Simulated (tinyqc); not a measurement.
From rigid to soft shells: rigid-ion and shell models of the dielectric response of an ionic crystal. Computed by tinyqc, a small Python program. Command: `OMP_NUM_THREADS=1 python tinyqc.py 3011417 3011418 out.jsonl shell walk`. One thread of a shared host (Intel(R) Xeon(R) Processor @ 2.30GHz), about 0.01 s of CPU time with the checks.

Charges +Z and -Z; 6 nearest neighbours, Madelung constant M = 1.747565, volume per ion pair Omega = 2.000000 d^3. Energy per pair U = -M Z^2 e2/d + 6 A exp(-d/rho), e2 = e^2/(4 pi eps_0). In the shell model the anion is a core of charge Y - Z and a massless shell of charge -Y, joined by the spring k; the repulsion acts on the shell. Each ion feels the Lorentz field E + (4 pi/3) P (Gaussian units).

Inputs (values chosen for the exercise, for a model crystal):
```
quantity,value,unit
nearest-neighbour distance d,2.48,angstrom
ionic charge Z,1,e
hardness d/rho,9.57,-
cation mass,136,u
anion mass,32.06,u
shell charge size Y,2.7,e
core-shell spring k,43.3,eV/angstrom^2
cation polarisability alpha_+,0.43,angstrom^3
```

Structure: rock salt.

Constants: e^2/(4 pi eps_0) = 14.39964548 eV angstrom; 1 eV/angstrom^3 = 160.2176634 GPa; nu for 1 eV/(angstrom^2 u) = 15.6333042 THz; 1 THz = 33.35640952 1/cm.

Method:
- Zero pressure fixes 6 A exp(-d/rho) = M Z^2 e2 rho/d^2. Then U = -(M Z^2 e2/d)(1 - rho/d), B = M Z^2 e2 (d/rho - 2)/(9 Omega d), and the spring of one sublattice against the other is R = (1/3) x (Laplacian of the repulsion summed over neighbours) = M Z^2 e2 (d/rho - 2)/(3 d^3), so R = 3 B Omega/d^2.
- With C = 4 pi Z^2 e2/(3 Omega): mu lambda_TO = R - C, mu lambda_LO = R + 2 C; eps_inf = 1 and eps_s = lambda_LO/lambda_TO.
- lambda in eV/(angstrom^2 u) gives the wavenumber 15.6333042 x 33.35640952 x sqrt(lambda); mu is the reduced mass.
- Eliminating the shell gives the anion polarisability alpha_- = Y^2 e2/(k + R), the Szigeti charge Z_S = Z - Y R/(k + R) and the softened spring R' = k R/(k + R). With b = 4 pi (alpha_+ + alpha_-)/(3 Omega): eps_inf = (1 + 2b)/(1 - b) (Clausius-Mossotti); Born charge Z* = Z_S (eps_inf + 2)/3.
- mu lambda_TO = R' - (4 pi e2/(3 Omega)) Z_S^2/(1 - b); mu lambda_LO = mu lambda_TO + 4 pi e2 Z*^2/(eps_inf Omega); eps_s = eps_inf lambda_LO/lambda_TO.

repulsive spring R = 4.16298 eV/angstrom^2

volume Omega = 30.5060 angstrom^3

omega_LO, rigid ions = 291.689 1/cm

Response against the core-shell spring:
```
k (eV/angstrom^2),eps_inf,Z_S,Z*,omega_TO (1/cm),omega_LO (1/cm),eps_s
35,3.2365,0.71299,1.2445,143.55,224.41,7.9094
43,2.7219,0.76168,1.1989,144.43,231.71,7.0059
56,2.2773,0.81317,1.1594,145.18,240.36,6.2426
78,1.9189,0.86320,1.1276,145.78,249.90,5.6385
110,1.6823,0.90154,1.1066,146.18,258.11,5.2454
170,1.4957,0.93546,1.0900,146.49,266.17,4.9382
350,1.3324,0.96826,1.0755,146.76,274.81,4.6715
1300,1.2261,0.99138,1.0661,146.94,281.47,4.4990
```

What does the comparison show, and why?

From the stiffest to the softest shell eps_inf rises from 1.23 to 3.24 and Z_S falls from 0.99 to 0.71; omega_LO moves by -20 % and omega_TO by -2.3 %. Screening by eps_inf cuts the LO frequency, which rigid ions overstate (rigid ions: 292 per cm); eps_s goes from 4.50 to 7.91.
